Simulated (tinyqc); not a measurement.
# Threshold-voltage variability of a planar MOSFET, analytic estimates: what changes with what

Three independent sources add in quadrature: random dopants in the depleted layer, metal-gate grains of two orientations, and roughness of the two gate edges acting through the roll-off VT = VT(long) - Vr exp(-L/l). These are first-order estimates: no three-dimensional electrostatics, no percolation.

Values chosen for this exercise; material values close to those of germanium:
```
symbol,value,unit,meaning
T,293,K,temperature
Eg,0.66,eV,band gap
eps_r,16.1,,relative permittivity of the semiconductor
Nc,1e19,cm^-3,conduction-band density of states at T
Nv,5.87e18,cm^-3,valence-band density of states at T
Na,5.9e18,cm^-3,channel doping
ti,2.3,nm,oxide-equivalent thickness in inversion
L,25,nm,gate length
W,75,nm,gate width
G,7,nm,metal grain size
dW,0.3,eV,work-function difference of the two grain orientations
p,0.4,,share of the orientation of higher work function
De,0.8,nm,rms roughness of one gate edge
La,10,nm,correlation length of the roughness
l,6.3,nm,decay length of the threshold roll-off
Vr,1.9,V,prefactor of the roll-off
```

Constants: q = 1.602176634e-19 C, kB = 1.380649e-23 J/K, Vt = kB T/q, eps0 = 8.8541878128e-14 F/cm where lengths are in cm. Results are converted to the units shown.

Each table varies one quantity; the others keep the values above.

## Effect of the gate width

ni = sqrt(Nc Nv) exp(-Eg/(2 Vt)), Eg in volts; Cox = 3.9 eps0/ti; Wd = sqrt(4 eps0 eps_r Vt ln(Na/ni)/(q Na)); dopants: s1 = (q/Cox) sqrt(Na Wd/(3 L W)). Grains: Ng = L W/G^2 (at least 1), s2 = dW sqrt(p (1 - p)/Ng). Edges, with exponential correlation and u = W/La: the mean gate length has sL^2 = 2 De^2 (2/u)[1 - (1 - exp(-u))/u]; s3 = sL (Vr/l) exp(-L/l). s = sqrt(s1^2 + s2^2 + s3^2). l and Vr are held fixed.

Effect of the gate width:

| W (nm) | s1 (mV) | s2 (mV) | s3 (mV) | s (mV) | s sqrt(L W) (mV um) |
|---|---|---|---|---|---|
| 25 | 70.75 | 41.15 | 4.590 | 81.97 | 2.049 |
| 41 | 55.24 | 32.13 | 3.928 | 64.03 | 2.050 |
| 66 | 43.54 | 25.33 | 3.271 | 50.48 | 2.050 |
| 110 | 33.73 | 19.62 | 2.623 | 39.11 | 2.051 |
| 170 | 27.13 | 15.78 | 2.147 | 31.46 | 2.051 |
| 280 | 21.14 | 12.30 | 1.693 | 24.51 | 2.051 |
| 460 | 16.49 | 9.593 | 1.330 | 19.13 | 2.051 |
| 750 | 12.92 | 7.513 | 1.046 | 14.98 | 2.051 |

Read the table: what changes, and by how much?

As W goes from 25 to 750 nm, s falls from 82.0 to 15.0 mV. The dopants are the largest source in the first and the last row. The product s sqrt(L W) stays near 2.05 mV um: s1 and s2 count independent dopants and grains, so they go as 1/sqrt(L W), and s3 is too small to matter.

## Effect of the correlation length of the roughness

Same model as above.

l and Vr are held fixed.

The same in every row: s1 (mV) = 40.85; s2 (mV) = 23.76.

Result of one run:

| La (nm) | s3 (mV) | s (mV) | s sqrt(L W) (mV um) |
|---|---|---|---|
| 40 | 4.934 | 47.51 | 2.057 |

What becomes of these results when the correlation length of the roughness La is changed from 40 to 10 nm, all else the same?

Result of the changed run:

| La (nm) | s3 (mV) | s (mV) | s sqrt(L W) (mV um) |
|---|---|---|---|
| 10 | 3.101 | 47.35 | 2.051 |

The whole series:

| La (nm) | s3 (mV) | s (mV) | s sqrt(L W) (mV um) |
|---|---|---|---|
| 2 | 1.470 | 47.28 | 2.047 |
| 5 | 2.276 | 47.31 | 2.048 |
| 10 | 3.101 | 47.35 | 2.051 |
| 20 | 4.052 | 47.43 | 2.054 |
| 40 | 4.934 | 47.51 | 2.057 |
| 80 | 5.583 | 47.58 | 2.060 |
| 160 | 5.984 | 47.63 | 2.062 |

As La goes from 2 to 160 nm, s rises from 47.3 to 47.6 mV. The dopants are the largest source in the first and the last row. The edge term s3 rises from 1.47 to 5.98 mV: a longer correlation averages out less along the width.

Computed by the program tinyqc: `OMP_NUM_THREADS=1 python tinyqc.py 2090116 2090117 out.jsonl`, one thread of a shared Intel Xeon 2.30GHz, about 0.01 s for the whole run.
